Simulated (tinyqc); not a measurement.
Inversion layer as a triangular well, valleys of the Si type, step by step. Values are carried at full precision from step to step, so a last printed digit may differ when a step is redone from the rounded ones.

Six ellipsoidal valleys with their long axes along the cube axes, mass ml along the axis and mt across it. For a valley whose axis makes the angle theta with the surface normal, 1/m_z = cos^2(theta)/ml + sin^2(theta)/mt sets the confinement; in the plane the masses are m_1 = mt and m_2 = ml mt/m_z, and m_d = sqrt(m_1 m_2).

Constants: e^2/(4 pi eps0) = 14.39964547 eV angstrom; hbar^2/2m0 = 3.80998211 eV angstrom^2; kB = 8.617333262e-05 eV/K.

Parameters, chosen for this exercise (near those of Si; the results hold for these values, not for the real material):
```
symbol  value  unit         meaning
ml      0.915  m0           longitudinal mass
mt      0.189  m0           transverse mass
face    100                 surface
eps     11.6                dielectric constant
Ns      1.7    x 1e12/cm^2  electron sheet density
Nd      0.19   x 1e12/cm^2  depletion charge
eta     0.75                share of Ns in the effective field
T       300    K            temperature
tox     16     angstrom     SiO2-equivalent oxide thickness
```

## Valley masses on the (100) face

Group the valleys by their angle to the normal, heaviest m_z first.

Valleys (masses in m0):
```
valleys g,cos^2(theta),m_z,m_1,m_2,m_d
2,1.0000,0.9150,0.1890,0.1890,0.1890
4,0.0000,0.1890,0.1890,0.9150,0.4159
```

The 2 valleys with the heaviest m_z will give the lowest ladder of subbands.

## Effective field

The field is taken as constant, e F = 4 pi (e^2/4 pi eps0)(Nd + eta Ns)/eps, with 1e12/cm^2 = 1e-4/angstrom^2, and the oxide as a hard wall at z = 0; c = hbar^2/2m0.

Find e F, and F in MV/cm (1 MV/cm = 0.01 V/angstrom).

e F = 0.00228529 eV/angstrom
F = 0.2285 MV/cm

## Subband ladders

Level j of a valley lies at E_j = a_j (c (e F)^2/m_z)^(1/3) above the band edge at the surface, with the Airy zeros a_j = 2.338107, 4.087949, 5.520560, 6.786708, 7.944134, 9.022651, 10.040174, 11.008524, 11.936016, 12.828777, and has <z> = 2 E_j/(3 e F).

The ten lowest levels of all groups of valleys together, j = 0, 1, ..., c = hbar^2/2m0; primes mark the groups with lighter m_z.

Subbands:
```
label,valleys g,m_d (m0),E (eV),<z> (angstrom)
0,2,0.1890,0.0653,19.04
0',4,0.4159,0.1104,32.21
1,2,0.1890,0.1141,33.29
2,2,0.1890,0.1541,44.95
3,2,0.1890,0.1894,55.26
1',4,0.4159,0.1930,56.31
4,2,0.1890,0.2217,64.69
5,2,0.1890,0.2518,73.47
2',4,0.4159,0.2607,76.04
6,2,0.1890,0.2802,81.75
```

The second subband is 0', 45.1 meV above the first.

## Fermi level and populations

Subband i holds n_i = g m_d/(2 pi c) kB T ln(1 + exp((EF - E_i)/kB T)) (spin included), and EF is fixed by sum n_i = Ns over the levels listed or, where none are listed, over j = 0 to 9 of each group; 1e12/cm^2 = 1e-4/angstrom^2.

Solve for EF; c = hbar^2/2m0. The mean distance is sum n_i <z>_i/Ns.

EF = 0.0263 eV

Populations:
```
label,(EF - E)/kB T,n (1e12/cm^2),share (%)
0,-1.51,0.816,48.0
0',-3.25,0.680,40.0
1,-3.40,0.134,7.9
2,-4.94,0.029,1.7
3,-6.31,0.007,0.4
1',-6.45,0.028,1.7
4,-7.56,0.002,0.1
5,-8.73,0.001,0.0
2',-9.07,0.002,0.1
6,-9.82,0.000,0.0
```

mean distance from the surface = 26.81 angstrom

The lowest subband holds 48.0 % of the electrons and is partly degenerate (EF within a few kB T of its edge).

## Effect on the gate capacitance

The charge sits at the mean distance <z> from the surface, which adds (3.9/eps) <z> to the oxide thickness; C/Cox = tox/(tox + 3.9 <z>/eps). The density-of-states term is left out.

added thickness = 9.01 angstrom
C/Cox = 0.640

## Checks

- Lowest level by finite differences against the Airy formula, eV: both 0.0653.

tinyqc: `OMP_NUM_THREADS=1 python tinyqc.py 1251672 1251673 out.jsonl`; about 0.02 s, one thread, shared Intel(R) Xeon(R) Processor @ 2.30GHz.
